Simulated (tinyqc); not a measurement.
Fully depleted semiconductor-on-insulator film with two gates, non-linear Poisson equation by Newton steps: two steps of the calculation.

One dimension across the film, front interface at x = 0, back interface at x = ts. psi is counted from the intrinsic level, n = ni exp(psi/Vt) (source grounded), holes neglected, acceptors ionised. Gates act through Cox = eps0 eox/tox and Cbox = 3.9 eps0/tb with potentials G1 = Vg - (phiM - chi - Vt ln(Nc/ni)) and G2 = Vb - (phiB - chi - Vt ln(Nc/ni)). Classical Boltzmann densities, no interface charge, no depletion in the back plane.

Inputs (values chosen for the exercise); band and dielectric values close to those of In0.53Ga0.47As:
- T = 300 K (temperature)
- Eg = 0.732 eV (band gap)
- eps_r = 13.9 (relative permittivity)
- Nc = 2.09e17 cm^-3 (conduction-band density of states at T)
- Nv = 7.7e18 cm^-3 (valence-band density of states at T)
- chi = 4.5 eV (electron affinity)
- eox = 3.9 (relative permittivity of the gate insulator (close to silicon dioxide))
- tox = 1.1 nm (insulator thickness)
- ts = 7.7 nm (film thickness)
- tb = 140 nm (buried-oxide thickness (eps_r 3.9))
- phiM = 4.68 eV (work function of the front gate)
- phiB = 5.18 eV (work function of the back plane)
- Vb = 0 V (back-gate voltage)
- Vg = 0.5 V (front-gate voltage)

Constants: q = 1.602176634e-19 C, kB = 1.380649e-23 J/K, Vt = kB T/q, eps0 = 8.8541878128e-14 F/cm where lengths are in cm. Results are converted to the units shown.

Task 1. Capacitances and gate potentials. ni = sqrt(Nc Nv) exp(-Eg/(2 Vt)), Eg in volts; Cox, Cbox, G1, G2 as defined; Cs = eps0 eps_r/ts; a = eps0 eps_r/h with h = ts/10; coupling ratio of a depleted film Cs Cbox/(Cox (Cs + Cbox)).

Find: ni; Cox; Cbox; Cs; a; G1; G2; coupling ratio.

Result 1.

ni = 9.011e11 cm^-3
Cox = 3.139 uF/cm^2
Cbox = 0.02467 uF/cm^2
Cs = 1.598 uF/cm^2
a = 15.98 uF/cm^2
G1 = 0.6394 V
G2 = -0.3606 V
coupling ratio = 0.007738

Task 2. Newton step. Solve a d_(i-1) + b_i d_i + a d_(i+1) = -F_i for all nodes. Half of the step is added while the largest |d| exceeds 1.5 Vt, the full step after that.

a = 15.983534 uF/cm^2

| node | diagonal b (F/cm^2) | residual F (C/cm^2) | psi after iteration 2 (V) |
|---|---|---|---|
| 0 | -2.2788813e-5 | 3.5031232e-7 | 0.43047932 |
| 1 | -3.6378277e-5 | -7.8727514e-8 | 0.41734346 |
| 2 | -3.4868109e-5 | -4.6098600e-8 | 0.40650943 |
| 3 | -3.4020499e-5 | -2.9175172e-8 | 0.39757608 |
| 4 | -3.3512653e-5 | -1.9922962e-8 | 0.39023127 |
| 5 | -3.3192579e-5 | -1.4646700e-8 | 0.38423246 |
| 6 | -3.2983322e-5 | -1.1533683e-8 | 0.37939208 |
| 7 | -3.2843532e-5 | -9.6486663e-9 | 0.37556642 |
| 8 | -3.2749949e-5 | -8.4913288e-9 | 0.37264733 |
| 9 | -3.2689106e-5 | -7.7894311e-9 | 0.37055585 |
| 10 | -1.6351269e-5 | -6.5391862e-9 | 0.36923748 |

Give: Newton step d, before damping; psi after iteration 3.

Result 2.

| node | Newton step d, before damping (V) | psi after iteration 3 (V) |
|---|---|---|
| 0 | 0.02024 | 0.4507 |
| 1 | 0.00694 | 0.4243 |
| 2 | 0.00047 | 0.4070 |
| 3 | -0.00302 | 0.3946 |
| 4 | -0.00507 | 0.3852 |
| 5 | -0.00637 | 0.3779 |
| 6 | -0.00723 | 0.3722 |
| 7 | -0.00784 | 0.3677 |
| 8 | -0.00827 | 0.3644 |
| 9 | -0.00858 | 0.3620 |
| 10 | -0.00879 | 0.3605 |

Range of the model: In so thin a film or at such density quantum confinement moves the charge away from the interfaces and raises the threshold.

tinyqc, about 0.5 s, one thread, Intel Xeon 2.30GHz (shared host): `OMP_NUM_THREADS=1 python tinyqc.py 2190102 2190103 out.jsonl`
